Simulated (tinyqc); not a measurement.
# Thin-film transistor with exponential tail and deep states, accumulation layer: effect of the temperature

An undoped film in accumulation, thicker than the space-charge layer. With band bending psi the Fermi level lies E0 - psi below the band edge. Free electrons n = n0 exp(psi/Vt) carry the current; electrons in two exponential distributions of traps, a = a0 exp(psi/Va) and d = d0 exp(psi/Vp), do not. Linear regime, ohmic contacts, traps in equilibrium.

Va = kB Tt/q, Vp = kB Td/q; n0 = Nc exp(-E0/Vt), a0 = Nt th(T/Tt) exp(-E0/Va), d0 = Nd th(T/Td) exp(-E0/Vp), th(x) = pi x/sin(pi x). G(psi) = sum over the three kinds of c0 [V (exp(psi/V) - 1) - psi], field F = sqrt(2 q G/(eps0 eps_r)); Vg = psi + eps0 eps_r F/Ci at the surface. Total charge Q = Ci (Vg - psi_s); free charge Qf = q times the integral of n0 (exp(psi/Vt) - 1)/F over psi from 0 to psi_s; I = (W/L) mb Qf Vd; effective mobility mb Qf/Q. Nc, E0 and mb are held fixed.

Parameters, values chosen for the exercise; values close to those of an organic semiconductor:
```
symbol   value        unit                                        meaning
eps_r      3.2                 relative permittivity of the semiconductor
Nc      1.1e20       cm^-3                     density of extended states
mb           3  cm^2/(V s)                                  band mobility
Nt      7.3e19       cm^-3                   total density of tail states
Tt         420           K         characteristic temperature of the tail
Nd      2.9e17       cm^-3                   total density of deep states
Td         920           K  characteristic temperature of the deep states
E0        0.56          eV           bulk Fermi level below the band edge
Ci          17     nF/cm^2                               gate capacitance
WL           2                                                  ratio W/L
Vd         0.1           V                                  drain voltage
Vg          18           V                   gate voltage above flat band
```

Constants: q = 1.602176634e-19 C, kB = 1.380649e-23 J/K, Vt = kB T/q, eps0 = 8.8541878128e-14 F/cm where lengths are in cm. Results are converted to the units shown.

Effect of the temperature:
```
T (K),E0 - psi_s (eV),Q (nC/cm^2),free share (%),effective mobility (cm^2/(V s)),I (nA)
160,0.04758,297.3,3.078,0.09234,5.490
180,0.05080,297.3,4.265,0.1279,7.609
200,0.05442,297.4,5.508,0.1652,9.828
220,0.05845,297.5,6.747,0.2024,12.04
240,0.06292,297.5,7.926,0.2378,14.15
260,0.06790,297.6,8.987,0.2696,16.05
280,0.07346,297.7,9.868,0.2960,17.63
300,0.07976,297.8,10.50,0.3149,18.76
```

What does the comparison show?

As T goes from 160 to 300 K, the free share rises from 3.08 to 10.5 %, the distance of the Fermi level from the edge rises from 0.0476 to 0.0798 eV and the current rises from 5.49 to 18.8 nA. The apparent activation energy between the first two rows is 0.0405 eV, against E0 - psi_s = 0.0476 eV there. For T = 220 to 300 K the th form, which assumes a Fermi level far below the edge, overcounts the filled tail at the surface by more than 15 %.

Program tinyqc, `OMP_NUM_THREADS=1 python tinyqc.py 2610053 2610054 out.jsonl`; Intel Xeon 2.30GHz, shared host, one thread, about 0.01 s.
